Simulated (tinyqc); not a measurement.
# Doping from resistivity

Question. A uniform, uncompensated and fully ionised sample has rho = 1/(q N mu), mu = m1 + (m2 (T/300 K)^(-bt) - m1)/(1 + (N/Nr)^am). Find N, mu and the diffusion coefficient mu Vt.

Values chosen for this exercise:

| symbol | value | unit | meaning |
|---|---|---|---|
| T | 300 | K | temperature |
| m1 | 68.7 | cm^2/(V s) | mobility limit at high doping |
| m2 | 1400 | cm^2/(V s) | mobility limit at low doping, at 300 K |
| Nr | 9.24e16 | cm^-3 | reference doping of the mobility law |
| am | 0.729 |  | exponent of the mobility law |
| bt | 1.9 |  | temperature exponent of m2 |

Constants: q = 1.602176634e-19 C, kB = 1.380649e-23 J/K, Vt = kB T/q. Results are converted to the units shown.

resistivity = 0.42009862 ohm cm

Solution. With am below 1 the product N mu rises steadily with N, so one doping matches; it is found by iterating N = 1/(q rho mu(N)).

N = 1.30e16 cm^-3
mu = 1.14e3 cm^2/(V s)
diffusion coefficient = 29.5 cm^2/s

tinyqc, about 0.01 s, one thread, Intel Xeon 2.30GHz (shared host): `OMP_NUM_THREADS=1 python tinyqc.py 2110052 2110053 out.jsonl`
